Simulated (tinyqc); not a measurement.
Where a fixed hold relaxes most: thermal stress and diffusional relaxation in a metal film: Coble and Nabarro-Herring creep, cooling and holds. Computed by tinyqc, a small Python program. Command: `OMP_NUM_THREADS=1 python tinyqc.py 3013409 3013410 out.jsonl creep walk`. One thread of a shared host (Intel(R) Xeon(R) Processor @ 2.30GHz), about 0.07 s of CPU time with the checks.

A thin film on a rigid substrate is stress-free at T0. Tension is positive and the film creeps linearly: d sigma/dt = -M (mismatch) dT/dt - sigma/tau.

Inputs (values chosen for the exercise, modelled on silver films on silicon): biaxial modulus M = 124 GPa; expansion mismatch = 16 1e-6/K; atomic volume Omega = 17 angstrom^3; lattice prefactor D0 = 4.5e-05 m^2/s; lattice energy E = 1.88 eV; boundary prefactor (delta D_b)0 = 5.2e-15 m^3/s; boundary energy E_b = 0.93 eV; grain size d = 1.6 um; stress-free temperature T0 = 300 C; hold temperature T = 180 C; hold time t = 0.027 h.

Constants: k_B = 1.380649e-23 J/K; k_B = 8.617333262e-05 eV/K.

Method:
- Thermoelastic slope = M x mismatch; sigma_0 = slope x (T0 - T).
- Creep rate per stress: Nabarro-Herring 14 D Omega/(k_B T d^2), Coble (14 pi) delta D_b Omega/(k_B T d^3), with D = D0 exp(-E/(k_B T)), delta D_b = (delta D_b)0 exp(-E_b/(k_B T)); 1/tau = M x (sum of both)/2 (biaxial strain rate is half the uniaxial one).
- Temperatures in kelvin are T(C) + 273.15.
- For each hold temperature: sigma_0 = slope (T0 - T), relaxed stress sigma_0 (1 - exp(-t/tau)), initial rate sigma_0/tau. In confined lines the relaxed part appears as void volume.

thermoelastic slope = 1.984 MPa/K

Holds:
```
T (C)  sigma_0 (MPa)     tau (h)  relaxed (MPa)  initial rate (MPa/h)
25             545.6  1.0203e+05     1.4439e-04            5.3477e-03
50             496.0  6.7221e+03     1.9922e-03            7.3787e-02
75             446.4  6.5820e+02     1.8311e-02            6.7822e-01
100            396.8  8.8413e+01     1.2116e-01            4.4880e+00
125            347.2  1.5346e+01     6.1033e-01            2.2625e+01
150            297.6  3.2881e+00     2.4337e+00            9.0507e+01
175            248.0  8.3942e-01     7.8500e+00            2.9544e+02
200            198.4  2.4829e-01     2.0443e+01            7.9908e+02
225            148.8  8.3211e-02     4.1232e+01            1.7882e+03
250             99.2  3.1033e-02     5.7642e+01            3.1966e+03
275             49.6  1.2691e-02     4.3691e+01            3.9084e+03
```

What does the comparison show, and why?

The relaxed stress peaks at 250 C among these rows: colder holds have more stress but slower diffusion, hotter ones faster diffusion but less stress. The initial rate peaks about k_B T^2/E_b = 30 K below T0 when boundaries dominate; its largest row is 275 C. Caution: dislocation glide would cap stresses above the yield stress; capping layers can block the surface and boundary paths, and threshold stresses are ignored.

Extremes, crossings and ranges named in words are read from the listed rows.
